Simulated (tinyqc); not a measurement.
Valley splitting in a one-orbital chain of atomic planes (second-neighbour model): one step. The bulk band. Three cases, with inputs chosen for the exercise.

Task: E at phi = j pi/10.

Each (001) plane carries one orbital with energy e0, hopping v to the next plane and u to the second: E(phi) = e0 + 2 v cos(phi) + 2 u cos(2 phi), where phi = pi - k a/4 (the sign of every second orbital is chosen so that v > 0, which shifts the phase by pi). The minimum lies at cos(phi0) = -v/(4u), phi0 = pi - (pi/2) k0 for a valley at k0 (2 pi/a), and e0 puts it at zero. A slab of N planes has hard walls: the matrix simply ends.

Give: Band.

Case 1.

u = 0.5898408 eV
v = 0.6937479 eV
e0 = 1.3836714 eV

Result:

Band:

| phi/pi | E (eV) |
|---|---|
| 0.0 | 3.9508 |
| 0.1 | 3.6576 |
| 0.2 | 2.8707 |
| 0.3 | 1.8347 |
| 0.4 | 0.8580 |
| 0.5 | 0.2040 |
| 0.6 | 0.0005 |
| 0.7 | 0.2036 |
| 0.8 | 0.6257 |
| 0.9 | 1.0185 |
| 1.0 | 1.1759 |

Case 2.

u = 0.6146033 eV
v = 0.4682449 eV
e0 = 1.3183915 eV

Result:

Band:

| phi/pi | E (eV) |
|---|---|
| 0.0 | 3.4841 |
| 0.1 | 3.2035 |
| 0.2 | 2.4559 |
| 0.3 | 1.4890 |
| 0.4 | 0.6133 |
| 0.5 | 0.0892 |
| 0.6 | 0.0346 |
| 0.7 | 0.3881 |
| 0.8 | 0.9406 |
| 0.9 | 1.4222 |
| 1.0 | 1.6111 |

Case 3.

u = 0.5859475 eV
v = 0.5828769 eV
e0 = 1.3168506 eV

Result:

Band:

| phi/pi | E (eV) |
|---|---|
| 0.0 | 3.6545 |
| 0.1 | 3.3736 |
| 0.2 | 2.6221 |
| 0.3 | 1.6399 |
| 0.4 | 0.7290 |
| 0.5 | 0.1450 |
| 0.6 | 0.0085 |
| 0.7 | 0.2695 |
| 0.8 | 0.7359 |
| 0.9 | 1.1562 |
| 1.0 | 1.3230 |

Computed by tinyqc, one run a case: `OMP_NUM_THREADS=1 python tinyqc.py N N+1 out.jsonl` with N = 1480554, 1480573, 1480933; one thread of a shared Intel(R) Xeon(R) Processor @ 2.30GHz, about 0.02 s a run at most.
